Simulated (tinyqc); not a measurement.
Width of the well: hydrogenic donor in a hard-walled well (variational).

Trial function cos(pi z/L) exp(-r/lam), r measured from the donor at zi, walls at +/- L/2, one eps everywhere. Counted from the lowest subband, E(lam) = c/(m lam^2) - (q/eps) I0/I1, with I0 the integral of cos^2(pi z/L) exp(-2|z - zi|/lam) over the well and I1 the same with the factor (|z - zi| + lam/2); c = hbar^2/2m0, q = e^2/(4 pi eps0). The binding energy is -E at the minimum.

Constants: hbar^2/2m0 = 3.80998211 eV angstrom^2; e^2/(4 pi eps0) = 14.39964547 eV angstrom.

Parameters, chosen for this exercise (out of a larger set: near those of GaAs; not measured data): m = 0.065 m0 (mass); eps = 12.7 (dielectric constant); Ls = (21, 51, 84, 168, 317, 799, 1468) angstrom (widths).

Ry* = 5.4831 meV
a* = 103.393 angstrom

Donor at the centre and at the wall (zi = L/2).

Binding:
```
L (angstrom),L/a*,centre (meV),in Ry*,wall (meV),in Ry*,centre/wall
21,0.20,18.12,3.305,13.45,2.454,1.35
51,0.49,15.15,2.763,9.53,1.738,1.59
84,0.81,13.18,2.404,7.49,1.367,1.76
168,1.62,10.45,1.906,5.14,0.937,2.03
317,3.07,8.29,1.512,3.54,0.645,2.34
799,7.73,6.27,1.143,2.08,0.380,3.01
1468,14.20,5.74,1.047,1.62,0.296,3.54
```

At the centre the binding falls from 3.31 to 1.05 Ry*, between the limits 4 and 1. At the wall it falls from 2.45 to 0.30 Ry*, towards 1/4: the wall forces a node through the donor, as in a 2p state. With this trial function, which underbinds wall donors by about a tenth, the wall donor drops below the bulk value between 84 and 168 angstrom. The ratio grows from 1.35 to 3.54.

Run: tinyqc, `OMP_NUM_THREADS=1 python tinyqc.py 1282791 1282792 out.jsonl`; Intel(R) Xeon(R) Processor @ 2.30GHz, one thread, shared host; about 0.04 s of CPU time with all checks.
